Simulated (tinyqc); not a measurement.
Comparisons within one model: three-level Kane dispersion of a narrow-gap semiconductor. A value that a table varies takes the place of the one given here.

Zero of energy at Gamma8, c = hbar^2/2m0, P^2 = Ep c. The free-electron term and remote bands are left out, so the heavy holes are flat at E = 0 and the other three bands obey E (E - Eg)(E + Dso) = P^2 k^2 (E + 2 Dso/3). The conduction band is the highest root; its edge is Ec = max(Eg, 0).

Degenerate electrons at T = 0: kF = (3 pi^2 n)^(1/3), 1 cm^-3 = 1e-24 angstrom^-3; EF is the highest root at kF. The momentum (cyclotron, optical) mass is m(E) = hbar^2 k/(dE/dk) = c d(k^2)/dE with d(k^2)/dE = k^2 [1/E + 1/(E - Eg) + 1/(E + Dso) - 1/(E + 2 Dso/3)]; the density of states is k d(k^2)/dE/(2 pi^2).

Edge mass m0* = Eg (Eg + Dso)/(Ep (Eg + 2 Dso/3)).
Constants: hbar^2/2m0 = 3.80998211 eV angstrom^2.

Inputs chosen for the exercise (near those of InAs; shifted at random, so the results belong to these values and not to a real crystal):

| symbol | value | unit | meaning |
|---|---|---|---|
| Eg | 0.399 | eV | E(Gamma6) - E(Gamma8) |
| Dso | 0.4 | eV | spin-orbit splitting |
| Ep | 22 | eV | Kane energy |
| k | 0.032 | 1/angstrom | wave vector |
| n | 3.6e+16 | cm^-3 | electron density |

## Filling the band

n from 1e15 to 1e19 cm^-3. The last column is the local power d ln(EF - Ec)/d ln n = kF^2/(1.5 (EF - Ec) d(k^2)/dE).

Results:

| n (cm^-3) | kF (1/angstrom) | EF - Ec (meV) | parabolic (meV) | m(EF) | m(EF)/m0* | power |
|---|---|---|---|---|---|---|
| 1.0e+15 | 0.00309 | 1.7 | 1.7 | 0.0219 | 1.01 | 0.664 |
| 1.0e+16 | 0.00667 | 7.6 | 7.8 | 0.0225 | 1.03 | 0.656 |
| 3.0e+16 | 0.00961 | 15.6 | 16.2 | 0.0233 | 1.07 | 0.645 |
| 1.0e+17 | 0.01436 | 33.6 | 36.1 | 0.0250 | 1.15 | 0.623 |
| 3.0e+17 | 0.02071 | 65.5 | 75.1 | 0.0281 | 1.29 | 0.591 |
| 1.0e+18 | 0.03094 | 129.9 | 167.5 | 0.0343 | 1.58 | 0.545 |
| 3.0e+18 | 0.04462 | 230.7 | 348.4 | 0.0438 | 2.01 | 0.500 |
| 1.0e+19 | 0.06665 | 409.7 | 777.5 | 0.0605 | 2.78 | 0.455 |

What can be read from the table?

The power falls from 0.664 to 0.455: 2/3 marks a parabola, 1/3 a linear band. The parabola is within 10 % up to n = 1.0e+17 cm^-3. The mass has doubled by n = 3.0e+18 cm^-3 and ends at 2.8 times its edge value.

## Closing and inverting the gap

Eg is varied at fixed k, Dso and Ep. Edge mass: Eg (Eg + Dso)/(Ep (Eg + 2 Dso/3)) for Eg > 0, 3 |Eg|/(2 Ep) for Eg < 0. The Gamma6 weight of the conduction state is 1/(1 + P^2 k^2 [(2/3)/E^2 + (1/3)/(E + Dso)^2]).

Results:

| Eg (eV) | m0* | highest root (eV) | middle (eV) | lowest (eV) | E - Ec (meV) | Gamma6 weight |
|---|---|---|---|---|---|---|
| -0.400 | 0.02727 | 0.1224 | -0.3010 | -0.6213 | 122.4 | 0.203 |
| -0.200 | 0.01364 | 0.1756 | -0.2463 | -0.5293 | 175.6 | 0.340 |
| -0.080 | 0.00545 | 0.2228 | -0.2074 | -0.4954 | 222.8 | 0.449 |
| -0.020 | 0.00136 | 0.2515 | -0.1884 | -0.4830 | 251.5 | 0.507 |
| 0.020 | 0.00133 | 0.2725 | -0.1764 | -0.4761 | 252.5 | 0.545 |
| 0.080 | 0.00503 | 0.3069 | -0.1596 | -0.4673 | 226.9 | 0.601 |
| 0.200 | 0.01169 | 0.3851 | -0.1309 | -0.4542 | 185.1 | 0.698 |
| 0.400 | 0.02182 | 0.5371 | -0.0968 | -0.4403 | 137.1 | 0.812 |

What does this show?

The edge mass vanishes with |Eg| from both sides, yet the kinetic energy at this k stays finite, at most 252.5 meV in the table; at Eg = 0 the two-level form, without the split-off band, gives the linear value sqrt(2/3) P k = 239.2 meV. The Gamma6 weight of the conduction state goes smoothly from 0.20 to 0.81 and is 0.51 and 0.55 in the two rows next to Eg = 0: at finite k nothing jumps at the inversion.

## What each parameter does

Edge mass, EF - Ec and m(EF). Each row changes one parameter from the base and keeps the others.

Results:

| case | m0* (m0) | EF - Ec (meV) | m(EF) (m0) |
|---|---|---|---|
| base | 0.02177 | 17.57 | 0.02349 |
| n = 7.2e+16 cm^-3 | 0.02177 | 27.31 | 0.02444 |
| Eg = 0.3392 eV | 0.01881 | 20.07 | 0.02080 |
| Dso = 0.34 eV | 0.02142 | 17.84 | 0.02315 |
| Ep = 25.3 eV | 0.01893 | 20.09 | 0.02064 |

What does this show?

The largest shifts from the base row, up to three for each result and ties (the steps differ in size, so this ranks the rows, not the parameters). m0* (m0): Eg -0.00296, Ep -0.00284, Dso -0.00035; unchanged at the printed digits by n. EF - Ec (meV): n +9.74, Ep +2.53, Eg +2.50. m(EF) (m0): Ep -0.00285, Eg -0.00269, n +0.00095.

tinyqc: `OMP_NUM_THREADS=1 python tinyqc.py 1080838 1080839 out.jsonl`; about 0.01 s, one thread, shared Intel(R) Xeon(R) Processor @ 2.30GHz.
